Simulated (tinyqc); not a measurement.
Worked calculation: Hubbard chain of 4 sites. One step of it, computed by the program tinyqc.

Problem. Mean-field iteration 2. H(up) = T + U n(down), H(down) = T + U n(up); fill the lowest levels; n(new) = n + mixing (n(out) - n); E = tr T (rho up + rho down) + U sum n_up n_down of the output.

one-body matrix (hopping and site energies) (eV), order 1, 2, 3, 4:
```
[[0.000000, -1.780000, 0.000000, 0.000000],
 [-1.780000, 0.000000, -1.780000, 0.000000],
 [0.000000, -1.780000, 0.000000, -1.780000],
 [0.000000, 0.000000, -1.780000, 0.000000]]
```

U = 10.000000 eV

electrons, up and down: [2, 2]

mixing = 0.200000

n(up) after iteration 1: [0.827875, 0.181851, 0.818149, 0.172125]

n(down) after iteration 1: [0.172125, 0.818149, 0.181851, 0.827875]

Give: levels, up; levels, down; energy; n(up) after iteration 2; n(down) after iteration 2.

Solution.

levels, up (eV): [0.6865, 1.5691, 8.4309, 9.3135]

levels, down (eV): [0.6865, 1.5691, 8.4309, 9.3135]

energy = -1.7261 eV

n(up) after iteration 2: [0.8515, 0.1655, 0.8345, 0.1485]

n(down) after iteration 2: [0.1485, 0.8345, 0.1655, 0.8515]
